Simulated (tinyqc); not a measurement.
## p-type polysilicon, carrier trapping at grain boundaries: effect of the doping

One-dimensional grains of size Lg, uniform ionised doping N, monovalent traps Qt at each boundary at a depth Et below (for electrons) or above (for holes) the band edge there, abrupt depletion of width W on each side of a boundary, Boltzmann statistics. xi is the distance from the band edge at the grain centre to the Fermi level. Trapped charge Qt/(1 + exp((xi + VB - Et)/Vt)) = 2 N W, barrier VB = q N W^2/(2 eps0 eps_r).

If the trap equation with xi = Vt ln(NB/N) has a root W < Lg/2, the grain is partly depleted; otherwise W = Lg/2 and the trap equation gives xi = Et - VB + Vt ln(Qt/(N Lg) - 1). N* = Qt/Lg. n0 = NB exp(-xi/Vt); mean density n0 (1 - 2 W/Lg) by charge balance in a partly depleted grain, and n0 (sqrt(pi)/2) erf(u)/u with u = sqrt(VB/Vt) in a fully depleted one; v = sqrt(kB T/(2 pi ms m0)); barrier resistivity Vt exp(VB/Vt)/(q fe n0 v Lg); grain resistivity (1 - 2 W/Lg)/(q n0 mug); effective mobility 1/(q mean density total resistivity). Rows with xi above 0.45 V, towards mid-gap, are left out, since the other carrier type is ignored.

Inputs (values chosen for the exercise); values of the order met in polycrystalline silicon:

| symbol | value | unit | meaning |
|---|---|---|---|
| T | 400 | K | temperature |
| eps_r | 11.7 |  | relative permittivity |
| NB | 4.08e19 | cm^-3 | valence-band density of states at T |
| Lg | 72 | nm | grain size |
| Qt | 1.3e12 | cm^-2 | trap density of a grain boundary |
| Et | 0.32 | eV | depth of the trap level from the majority band edge at the boundary |
| ms | 0.47 | m0 | mass for thermionic emission |
| fe | 0.12 |  | correction factor of the emission rate |
| mug | 43 | cm^2/(V s) | mobility inside the grains |

Constants: q = 1.602176634e-19 C, kB = 1.380649e-23 J/K, m0 = 9.1093837015e-31 kg, Vt = kB T/q, eps0 = 8.8541878128e-14 F/cm where lengths are in cm. Results are converted to the units shown.

Effect of the doping:
columns A: N (cm^-3); B: N/N*; C: depleted share 2 W/Lg; D: VB (V); E: xi (V); F: mean density (cm^-3); G: resistivity (ohm cm); H: effective mobility (cm^2/(V s))
```
A             B        C         D        E         F        G      H
9e15    0.04985    1.000  0.009020   0.4126  2.375e14    276.3  95.11
1.9e16   0.1052    1.000   0.01904   0.3747  6.530e14    123.2  77.56
4e16     0.2215    1.000   0.04009   0.3232  2.476e15    50.93  49.49
8.4e16   0.4652    1.000   0.08418   0.2406  2.093e16    16.66  17.90
1.8e17   0.9969   0.7369   0.09796   0.1869  4.736e16    5.448  24.19
3.7e17    2.049   0.4481   0.07447   0.1621  2.042e17    1.505  20.31
7.8e17    4.320   0.2279   0.04060   0.1364  6.023e17   0.3725  27.83
1.6e18    8.862   0.1124   0.02025   0.1116  1.420e18   0.1423  30.88
3.4e18    18.83  0.05303  0.009581  0.08565  3.220e18  0.06177  31.38
7.2e18    39.88  0.02506  0.004532  0.05979  7.020e18  0.02836  31.35
```

As N goes from 9e15 to 7.2e18, VB goes from 0.00902 through a maximum of 0.0980 (at N = 1.8e17 among the rows listed) to 0.00453 V, the resistivity falls from 276 to 0.0284 ohm cm and the effective mobility moves up and down between 17.9 and 95.1 cm^2/(V s). The steepest fall of the resistivity among the rows, as N^(-1.9), lies between N = 3.7e17 and 7.8e17 cm^-3; N* = 1.81e17 cm^-3. While the grain is fully depleted VB grows as N; once the traps are full it falls as 1/N. For N = 3.4e18, 7.2e18 xi is under 2.5 Vt, where Boltzmann statistics begin to fail. For N = 9e15, 1.9e16, 1.6e18, 3.4e18, 7.2e18 VB is below Vt, where abrupt depletion and thermionic emission are rough. For N = 8.4e16, 1.8e17 the grain is near the changeover between partial and full depletion, within a few Debye lengths, where both limits are rough. For N = 9e15, 1.9e16, 4e16 the effective mobility exceeds mug, since drift through the depleted part of the grain is left out.

Program tinyqc, `OMP_NUM_THREADS=1 python tinyqc.py 2830077 2830078 out.jsonl`; Intel Xeon 2.30GHz, shared host, one thread, about 0.01 s.
